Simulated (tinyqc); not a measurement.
## Off-state leakage of single and stacked transistors: subthreshold current against the height of the stack

n-channel devices of unit width. Subthreshold current I(Vg, Vs, Vd) = I0 (T/300 K)^0.5 exp[(Vg - Vs - VT(T) - gb (Vs - Vb) + dd (Vd - Vs))/(nf Vt)] (1 - exp(-(Vd - Vs)/Vt)), VT(T) = VT - cT (T - 300 K). Gate-edge tunnelling Ig (Vd/1 V) exp(ag (Vd - 1 V)), for a gate at 0 V, and band-to-band leakage Ab u exp(-Bb/u), u = Vd - Vb + 1 V, flow at a drain held at V; both are taken as independent of T. In a stack of off transistors (all gates at 0 V) the same subthreshold current passes through each.

All n gates at 0 V, bottom source at 0 V, top drain at V; node voltages follow from equal currents.

Values chosen for this exercise; values of the order met in bulk silicon logic transistors:
```
symbol,value,unit,meaning
T,330,K,temperature
V,1.1,V,supply voltage
VT,0.34,V,"threshold at 300 K, zero drain and body bias"
cT,0.9,mV/K,fall of the threshold with temperature
I0,0.38,uA/um,current at threshold at 300 K
nf,1.43,,slope factor
dd,0.16,,drain-induced lowering per volt
gb,0.11,,rise of the threshold per volt of source-body bias
Vb,-0.6,V,body voltage
```

Constants: q = 1.602176634e-19 C, kB = 1.380649e-23 J/K, Vt = kB T/q. Results are converted to the units shown.

Results:

| n | I (nA/um) | reduction factor | drain voltage of the bottom device (mV) | source voltage of the top device (mV) | voltage across the top device (V) |
|---|---|---|---|---|---|
| 1 | 2.7070 | 1.0000 | 1100.0 | 0 | 1.1000 |
| 2 | 0.057293 | 47.248 | 123.45 | 123.45 | 0.97655 |
| 3 | 0.025595 | 105.76 | 29.002 | 149.25 | 0.95075 |
| 4 | 0.016438 | 164.68 | 16.087 | 163.43 | 0.93657 |
| 6 | 0.0095793 | 282.59 | 8.5378 | 180.72 | 0.91928 |

Estimate the missing row, n = 5.

Computed row:

| n | I (nA/um) | reduction factor | drain voltage of the bottom device (mV) | source voltage of the top device (mV) | voltage across the top device (V) |
|---|---|---|---|---|---|
| 5 | 0.012105 | 223.63 | 11.151 | 173.23 | 0.92677 |

With this row back in the table: The second transistor cuts the current by a factor of 47.2, the third by a further 2.24 and the sixth by 1.26. The top device keeps 83.6 % of the supply at n = 6, while the drain voltage of the bottom one falls to 0.300 Vt.

tinyqc, about 0.03 s, one thread, Intel Xeon 2.30GHz (shared host): `OMP_NUM_THREADS=1 python tinyqc.py 2242212 2242213 out.jsonl`
